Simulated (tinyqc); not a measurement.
Inside a calculation. Model: field emission through a triangular barrier, exact transmission by Airy functions.

tinyqc, about 0.01 s, one thread, Intel Xeon 2.30GHz (shared host): `OMP_NUM_THREADS=1 python tinyqc.py 2580036 2580037 out.jsonl` Printed values are rounded.

The left lead has its band edge at 0; for x > 0 the edge falls without end, U(x) = U0 - F x, with mass m1. No transverse momentum; C = hbar^2/(2 m0); psi and psi'/m are continuous at x = 0. The outgoing solution is Bi(z) + i Ai(z).

Parameters, values chosen for the exercise; masses and offsets close to those of InGaAs wells and AlAs barriers:

| symbol | value | unit | meaning |
|---|---|---|---|
| mL | 0.042 | m0 | mass in the left lead |
| U0 | 1.2 | eV | barrier edge at x = 0 |
| m1 | 0.15 | m0 | mass in the barrier |
| E | 0.522 | eV | electron energy |
| F | 0.19 | V/nm | field in the barrier |

Constants: q = 1.602176634e-19 C, hbar = 1.054571817e-34 J s, m0 = 9.1093837015e-31 kg, hbar^2/(2 m0) = 0.0380998212 eV nm^2. Results are converted to the units shown.

Range of the model: Masses are held fixed, although real bands cease to be parabolic a few tenths of an eV from their edges.

## Scaled variables

Energy scale e = (C F^2/m1)^(1/3), z(x) = (U(x) - E)/e, s = (dz/dx)/m1 = -F/(e m1); v = k/m in a lead. vL = sqrt(mL E/C)/mL.

e = 0.209305 eV
z(0) = 3.23929
s = -6.05177 1/nm
vL = 18.0613 1/nm
turning point (U0 - E)/F = 3.56842 nm

## Airy functions at x = 0

Ai and Bi solve y'' = z y, with Wronskian Ai Bi' - Ai' Bi = 1/pi.

Airy functions: Ai 0.00424468, Ai' -0.00793870, Bi 20.9434, Bi' 35.8205

## Transmission, exact and WKB

With the Airy functions at z = z(0): g = s (Bi' + i Ai')/(Bi + i Ai), r = (i vL - g)/(i vL + g), T(E) = 1 - |r|^2 = 4 vL Im(g)/|i vL + g|^2, vL = sqrt(mL E/C)/mL. Im(g) = -s/(pi (Ai^2 + Bi^2)) by the Wronskian. WKB: exp(-S), S = (4/(3 F)) sqrt(m1/C) [max(U0 - E, 0)^1.5].

Re g = -10.3506 1/nm
Im g = 0.00439175 1/nm
T(E) = 7.31902e-4
exp(-S) = 4.20759e-4

The exact value is 74 % above the WKB one.
